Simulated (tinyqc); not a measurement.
From results back to parameters: WKB tunnelling through a gate dielectric with a two-band (Franz) dispersion. Three cases, with inputs chosen for the exercise.

Problem. In the Fowler-Nordheim regime with a parabolic band J/F^2 is proportional to exp(-B/F), B = (4/3) sqrt(m/c) phi^(3/2), c = hbar^2/2m0, 1 V/angstrom = 100 MV/cm. The ratio below was computed from a hidden barrier.

Constants: hbar^2/2m0 = 3.80998211 eV angstrom^2.

Find: B; phi.

Method. B is the logarithm divided by 1/F1 - 1/F2; then phi = (3 B/(4 sqrt(m/c)))^(2/3). The slope fixes only m phi^3, so the mass must be known.

Case 1.

Values chosen (out of a larger set: of the size used for Al2O3 on silicon; not measured data): m = 0.32 m0 (mass at the conduction edge); F1 = 7.4 MV/cm (first field); F2 = 11.7 MV/cm (second field).

ln[(J2/F2^2)/(J1/F1^2)] = 6.39088

Solution.

B = 128.68 MV/cm
phi = 2.230 eV

Case 2.

Values chosen (out of a larger set: of the size used for Si3N4 on silicon; not measured data): m = 0.43 m0 (mass at the conduction edge); F1 = 8.9 MV/cm (first field); F2 = 10.1 MV/cm (second field).

ln[(J2/F2^2)/(J1/F1^2)] = 1.75514

Solution.

B = 131.47 MV/cm
phi = 2.050 eV

Case 3.

Values chosen (out of a larger set: of the size used for hBN on silicon; not measured data): m = 0.45 m0 (mass at the conduction edge); F1 = 7.4 MV/cm (first field); F2 = 11 MV/cm (second field).

ln[(J2/F2^2)/(J1/F1^2)] = 5.56091

Solution.

B = 125.74 MV/cm
phi = 1.960 eV

Computed by tinyqc, one run a case: `OMP_NUM_THREADS=1 python tinyqc.py N N+1 out.jsonl` with N = 1450021, 1450036, 1450118; one thread of a shared Intel(R) Xeon(R) Processor @ 2.30GHz, about 0.01 s a run at most.
